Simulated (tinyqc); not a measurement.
# Worked calculation: MOSFET in saturation, small-signal circuit and noise

Computed by the program tinyqc: `OMP_NUM_THREADS=1 python tinyqc.py 2150017 2150018 out.jsonl`, one thread of a shared Intel Xeon 2.30GHz, about 0.01 s for the whole run. Printed values are rounded.

Bias by the inversion coefficient IC = I/Ispec (charge-based model with velocity saturation; weak inversion below 0.1, strong above 10). Common-source circuit: gm, gds, Cgs, Cgd and Cj at the inner nodes, Rg in series with the gate; quasi-static, no source or drain resistance, no gate-body capacitance, no substrate network, no induced gate noise, so fmax is an upper estimate.

Inputs (values chosen for the exercise): temperature T = 325 K; gate length L = 130 nm; total gate width W = 10 um; gate capacitance Cox = 1.58 uF/cm^2; mobility mu = 200 cm^2/(V s); slope factor n = 1.19; velocity-saturation length Ls = 25 nm; ratio gds/gm sg = 0.026; overlap and fringe capacitance per side Cov = 0.31 fF/um; drain junction capacitance Cj = 0.3 fF/um; sheet resistance of the gate Rsh = 5 ohm; finger width Wf = 2 um; gate contact and vertical resistance Rc = 300 ohm um; inversion coefficient IC = 0.68; short-channel excess of the noise factor gw = 0.06; oxide trap density Nt = 1.1e18 cm^-3 eV^-1; tunnelling length into the oxide lt = 0.1 nm; Coulomb scattering coefficient ac = 1000 V s/C; signal frequency f = 2 GHz.

Constants: q = 1.602176634e-19 C, kB = 1.380649e-23 J/K, Vt = kB T/q. Results are converted to the units shown.

Range of the model: fmax exceeds 4 fT, where channel resistance and substrate losses, left out here, would cap it.

## Current, transconductance and gain

Ispec = 2 n mu Cox (W/L) Vt^2, lc = Ls/L, gms = [sqrt((lc IC + 1)^2 + 4 IC) - 1]/[2 + lc (lc IC + 1)], gm = gms Ispec/(n Vt), gds = sg gm.

Ispec = 45.3767 uA
I = 30.8562 uA
gms = 0.450814
gm = 0.613801 mS
gds = 0.0159588 mS
gm/I = 19.8923 1/V

gm/I is 66.3 % of its weak-inversion limit 1/(n Vt); without velocity saturation (lc = 0) gms would be 0.464.

## Capacitances, gate resistance and cut-off frequencies

qs = [sqrt(1 + 4 IC) - 1]/2, Cgs = Cox W L qs (2 qs + 3)/(3 (qs + 1)^2) + Cov W, Cgd = Cov W, Cd = Cj W, Rg = Rsh (Wf/L)/(12 Nf) + Rc/W with Nf = W/Wf fingers (not rounded) contacted at both ends. fT = gm/(2 pi (Cgs + Cgd)), fmax = fT/(2 sqrt(Rg (gds + 2 pi fT Cgd))).

Cgs = 8.92495 fF
Cgd = 3.1 fF
Cd = 3 fF
Rg = 31.2821 ohm
fT = 8.12389 GHz
fmax = 55.0261 GHz

Overlap and fringe make up 51.6 % of the gate capacitance; fmax is 6.77 times fT.

## Admittance matrix

Inner admittances at w = 2 pi f: y11 = i w (Cgs + Cgd), y12 = -i w Cgd, y21 = gm - i w Cgd, y22 = gds + i w (Cgd + Cd). Invert to Z, add Rg to Z11 and invert back to Y.

inner y (mS):
```
	1	2
1	0.000000+0.151110i	0.000000-0.038956i
2	0.613801-0.038956i	0.015959+0.076655i
```

Y with Rg (mS):
```
	1	2
1	0.000714+0.151107i	-0.000184-0.038955i
2	0.613603-0.041856i	0.016010+0.077403i
```

## Current gain and unilateral power gain

|h21| = |Y21/Y11|; U = |Y21 - Y12|^2/(4 [Re Y11 Re Y22 - Re Y12 Re Y21]). Extrapolated at 20 dB a decade: f |h21| and f sqrt(U).

|h21| = 4.07012
U = 756.968
f |h21| = 8.14024 GHz
f sqrt(U) = 55.0261 GHz

f |h21| is 0.20 % above the formula for fT, and f sqrt(U) within 0.01 % of that for fmax.

## Noise at the gate

Channel noise Sid = 4 kB T gam n gm with gam = (1/2 + (2/3) qs)/(1 + qs) + gw lc IC, qs = [sqrt(1 + 4 IC) - 1]/2, lc = Ls/L (the last term an empirical rise with velocity saturation); at the gate, white noise Sw = Sid/gm^2 + 4 kB T Rg. Number fluctuation with correlated mobility: S(f) = K/f, K = q^2 Vt lt Nt/(W L Cox^2) (1 + ac mu Cox I/gm)^2, Vt in eV with Nt per eV. Corner fc = K/Sw. Full shot noise would be 2 q I.

gam = 0.560698
Sid = 7.35072e-24 A^2/Hz
Sid/(2 q I) = 0.743442
sqrt(Sw) = 4.48021 nV/Hz^0.5
K = 2.51479e-10 V^2
fc = 12.5287 MHz

The gate resistance gives 2.8 % of the white noise power.
